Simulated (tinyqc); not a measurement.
Worked calculation: plane-wave Kohn-Sham cycle with exchange-only LDA in a layered model solid. One step of it, computed by the program tinyqc.

Task: Iteration 2: Hamiltonian at one k. H(m,m') = (k + G_m)^2/2 delta + V(G_m - G_m'), with V(-G) = V(G).

A solid whose potential varies along x alone (atomic units):
```
parameter,value
period a,16.200000
cross-section of the cell,38.000000
electrons per cell,2
grid points,16
"plane waves -n..n, n",3
k points,1
V1 in V1 cos(2 pi x/a),-0.430000
```

V(G_m), m = 0, 1, 2, ... (hartree): -0.143277  -0.157171  0.004197  -0.000242  -0.000019  0.000133  0.000063

k = 0.000000 2 pi / a

Give: H.

Result:

H (hartree), lower triangle:
```
,-3,-2,-1,+0,+1,+2,+3
-3,0.534
-2,-0.157,0.158
-1,0.004,-0.157,-0.068
+0,0.000,0.004,-0.157,-0.143
+1,0.000,0.000,0.004,-0.157,-0.068
+2,0.000,0.000,0.000,0.004,-0.157,0.158
+3,0.000,0.000,0.000,0.000,0.004,-0.157,0.534
```
